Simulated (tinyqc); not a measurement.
Comparisons within one model: periodic multilayer mirror for extreme ultraviolet light. A value that a table varies takes the place of the one given here.

s polarisation, vacuum above. q_j = sqrt(N_j^2 - sin^2 theta); interface r_jk = (q_j - q_k)/(q_j + q_k) exp(-2 (2 pi/lam)^2 q_j q_k sg^2) (Nevot-Croce; sg = 0 if not given); phase factor of a layer x_j = exp(4 pi i q_j d_j/lam). Each period has the spacer (thickness (1 - Gm) L) on top of the absorber (Gm L). In this recursion R is the amplitude; R in tables and results is the reflectance, its squared modulus. The substrate is of the spacer material. Starting with R = 0 in it, each interface upward gives R -> (r + R x)/(1 + r R x), x that of the layer below the interface (1 for the substrate).

Parameters, chosen for this exercise (optical constants near those of Mo and Si at 13.5 nm; the results hold for these values, not for the real material): lam = 13.5 nm (wavelength); dA = (0.0743, 0.00669) (delta and beta of the absorber, N = 1 - delta + i beta); dS = (0.0008, 0.00173) (delta and beta of the spacer and the substrate); L = 7.05 nm (period); Gm = 0.46 (absorber share of the period); theta = 9 degrees (angle from the normal); sg = 0.3 nm (interface roughness); Np = 10 (periods).

## Number of periods

The last column sets both beta to zero.

Reflectance:

| periods | R | R without absorption |
|---|---|---|
| 5 | 0.111 | 0.126 |
| 10 | 0.319 | 0.396 |
| 15 | 0.491 | 0.646 |
| 20 | 0.597 | 0.811 |
| 30 | 0.684 | 0.952 |
| 40 | 0.706 | 0.989 |
| 50 | 0.711 | 0.997 |
| 60 | 0.712 | 0.999 |
| 80 | 0.712 | 1.000 |
| 100 | 0.712 | 1.000 |

R reaches 0.706 at 40 periods and 0.712 at 100; it stays within 0.01 of the last value from 40 periods on. Without absorption the last value is 1.000: absorption, not the count of layers, caps the mirror, and the roughness, which weakens each reflection, lowers that cap further.

## Wavelength

The optical constants are held fixed.

Reflectance:

| lam (nm) | R |
|---|---|
| 12.9 | 0.207 |
| 13.0 | 0.243 |
| 13.1 | 0.272 |
| 13.2 | 0.295 |
| 13.3 | 0.310 |
| 13.4 | 0.318 |
| 13.5 | 0.319 |
| 13.6 | 0.312 |
| 13.7 | 0.299 |
| 13.8 | 0.279 |
| 13.9 | 0.254 |
| 14.0 | 0.223 |
| 14.1 | 0.189 |
| 14.2 | 0.154 |
| 14.3 | 0.118 |

The largest value listed is 0.319 at 13.5 nm, against lam_B = 2 L Re(mean q) = 13.432 nm; the peak lies on the long side, where the nodes of the standing wave fall in the absorber. R exceeds half of that from 12.9 to 14.1 nm of the wavelengths listed, at least 8.8 % of the wavelength; a chain of ten mirrors narrows it, since R^10 falls to half where R has lost only 7 %.

## Absorber share

For each Gm the period is set so that lam_B = 2 L Re(mean q) equals lam - 0.09 nm.

Results:

| Gm | L (nm) | R |
|---|---|---|
| 0.15 | 6.872 | 0.082 |
| 0.20 | 6.898 | 0.132 |
| 0.25 | 6.925 | 0.183 |
| 0.30 | 6.952 | 0.230 |
| 0.35 | 6.979 | 0.269 |
| 0.40 | 7.006 | 0.298 |
| 0.45 | 7.033 | 0.316 |
| 0.50 | 7.061 | 0.322 |
| 0.60 | 7.116 | 0.300 |
| 0.70 | 7.173 | 0.234 |

The largest value listed is 0.322 at 0.5. The contrast of a period goes as sin(pi Gm) and is largest at 0.5, while the loss grows with Gm; R is 0.322 at 0.5, 0.230 at 0.3 and 0.234 at 0.7. Here R at 0.7 exceeds R at 0.3: light gathers less phase in the absorber, whose index is lower, so the curve leans to the side above 0.5, and with few periods the loss does not outweigh this.

## Angle of incidence

Results:

| theta (degrees) | lam_B (nm) | R |
|---|---|---|
| 0 | 13.612 | 0.302 |
| 2 | 13.603 | 0.303 |
| 4 | 13.576 | 0.307 |
| 6 | 13.532 | 0.312 |
| 8 | 13.470 | 0.317 |
| 10 | 13.390 | 0.319 |
| 12 | 13.292 | 0.316 |
| 14 | 13.177 | 0.303 |
| 16 | 13.044 | 0.276 |
| 18 | 12.895 | 0.231 |
| 20 | 12.728 | 0.167 |

lam_B = 2 L Re(mean q) falls with the angle, from 13.612 to 12.728 nm; the largest value listed is 0.319 at 10 degrees. R stays above 90 % of that value at 0, 2, 4, 6, 8, 10, 12 and 14 degrees, which bounds the cone of light that a mask or mirror with this period accepts.

## Tolerances

R of the mirror, and R^10 for a chain of ten such mirrors. Each row changes one parameter from the base and keeps the others.

Results:

| case | R | R^10 |
|---|---|---|
| base | 0.3187 | 1.08e-05 |
| L = 7.09 nm | 0.3189 | 1.09e-05 |
| Gm = 0.5 | 0.3209 | 1.16e-05 |
| theta = 11 degrees | 0.3187 | 1.08e-05 |
| sg = 0.5 nm | 0.2899 | 4.19e-06 |
| dA = (0.0743, 0.00803) | 0.3096 | 8.09e-06 |
| lam = 13.55 nm | 0.3164 | 1.01e-05 |

The largest shifts from the base row, up to three for each result and ties (the steps differ in size, so this ranks the rows, not the parameters). R: sg -0.0288, dA -0.0091, lam -0.0023; unchanged at the printed digits by theta. R^10: sg -6.62e-06, dA -2.72e-06, Gm +7.70e-07; unchanged at the printed digits by theta.

(tinyqc, `OMP_NUM_THREADS=1 python tinyqc.py 1650987 1650988 out.jsonl`, Intel(R) Xeon(R) Processor @ 2.30GHz, 1 thread, shared host, about 0.01 s.)
